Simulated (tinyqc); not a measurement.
Worked calculation: Luttinger-Kohn k.p, four valence bands. One step of it, computed by the program tinyqc.

Question. Bloch Hamiltonian at k. P = c g1 k^2, Q = c g2 (kx^2 + ky^2 - 2 kz^2), R = c sqrt3 [-g2 (kx^2 - ky^2) + 2i g3 kx ky], S = 2 c sqrt3 g3 (kx - i ky) kz, c = hbar^2/2m = 3.809982 eV angstrom^2; rows [P+Q, -S, R, 0], [-S*, P-Q, 0, R], [R*, 0, P-Q, S], [0, R*, S*, P+Q]. The path ends lie at |k| = 0.07 1/angstrom.

Luttinger parameters chosen for this model; energies are counted downward from the top of the valence band:
```
parameter      value  unit
g1         13.370000
g2          2.450000
g3          3.870000
```

k point k (1/angstrom): 0.047000  0.020000  0.045000

Give: H(k) at k.

Answer.

H(k) at k (eV), lower triangle (Hermitian):
```
                  3/2              1/2            -1/2    -3/2
3/2            0.2226
1/2   -0.1080-0.0460i           0.2495
-1/2  -0.0292-0.0480i           0.0000          0.2495
-3/2           0.0000  -0.0292-0.0480i  0.1080+0.0460i  0.2226
```
